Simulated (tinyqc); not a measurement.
From one set of inputs to another, one input at a time: single-domain magnet: Stoner-Wohlfarth switching, Neel-Arrhenius retention, LLG dynamics and spin torque. Computed by tinyqc, a small Python program. Command: `OMP_NUM_THREADS=1 python tinyqc.py 3005738 3005739 out.jsonl macro ladder`. One thread of a shared host (Intel(R) Xeon(R) Processor @ 2.30GHz), about 0.01 s of CPU time with the checks.

The moment is uniform, with unit vector m; z is the easy axis. mu_0 = 1.25663706212e-6 T m/A, gamma = 1.76085963023e11 rad/(s T).

The inputs printed are set A. Inputs not listed in the table keep their values of set A, so the rows need not describe a real material.

Inputs (values chosen for the exercise, for a model magnet):

| quantity | value | unit |
|---|---|---|
| saturation magnetisation M_s | 1230 | kA/m |
| diameter d | 11 | nm |
| aspect ratio p | 1.8 | - |
| bulk anisotropy K_u | 120 | kJ/m^3 |
| exchange stiffness A | 28 | pJ/m |
| temperature T | 250 | K |
| attempt frequency f0 | 10 | GHz |
| waiting time t_w | 3.15e+08 | s |
| damping alpha | 0.0061 | - |
| spin-torque efficiency eta | 0.74 | - |
| drive I/I_c0 | 4.2 | - |

Shape: prolate spheroid, easy axis along it.

Constants: k_B = 1.380649e-23 J/K; e = 1.602176634e-19 C; hbar = 1.054571817e-34 J s.

Method:
- N_z = [p ln(p + sqrt(p^2 - 1))/sqrt(p^2 - 1) - 1]/(p^2 - 1); V = pi d^3 p/6; K_eff = K_u + K_shape, K_shape = -(mu_0 M_s^2/4)(3 N_z - 1); mu_0 H_K = 2 K_eff/M_s.
- Delta = K_eff V/(k_B T); tau = exp(Delta)/f0; probability of a flip within t_w: P = 1 - exp(-t_w/tau). Wall width parameter sqrt(A/K_eff); a two-domain state costs 4 sqrt(A K_eff) times the cross-section that the wall cuts (pi d^2/4).
- For axial symmetry and a polariser along z: I_c0 = (4 e alpha/(hbar eta)) K_eff V; relaxation time tau_D = (1 + alpha^2)/(alpha gamma mu_0 H_K); thermal start angle theta_0 = 1/sqrt(2 Delta); switching time about tau_D ln(pi/(2 theta_0))/(I/I_c0 - 1); precession frequency gamma mu_0 H_K/(2 pi (1 + alpha^2)).

Each row keeps all changes above it:

| input moved | from | to | stability factor Delta | critical current I_c0 (microampere) | barrier of the wall path / k_B T |
|---|---|---|---|---|---|
| set A | - | - | 115.8 | 20.02 | 328.9 |
| diameter d (nm) | 11 | 5 | 10.9 | 1.88 | 68.0 |
| aspect ratio p | 1.8 | 3 | 25.0 | 4.33 | 79.9 |
| temperature T (K) | 250 | 300 | 20.9 | 4.33 | 66.6 |
| damping alpha | 0.0061 | 0.014 | 20.9 | 9.94 | 66.6 |
| spin-torque efficiency eta | 0.74 | 0.69 | 20.9 | 10.66 | 66.6 |
| bulk anisotropy K_u (kJ/m^3) | 120 | 7.1 | 15.5 | 7.93 | 57.4 |
| drive I/I_c0 | 4.2 | 4.9 | 15.5 | 7.93 | 57.4 |

Stability factor Delta goes from 116 to 15.5, a factor 0.134 in all. The largest single move comes from diameter d (a factor 0.0939), and aspect ratio p works against it (a factor 2.30). Critical current I_c0 goes from 20.0 to 7.93, a factor 0.396 in all. The largest single move comes from diameter d (a factor 0.0939), and aspect ratio p works against it (a factor 2.30). Barrier of the wall path / k_B T goes from 329 to 57.4, a factor 0.175 in all. The largest single move comes from diameter d (a factor 0.207), and aspect ratio p works against it (a factor 1.18). The single moves hold for this order of the switches; the total does not depend on the order.

Extremes, crossings and ranges named in words are read from the listed rows.
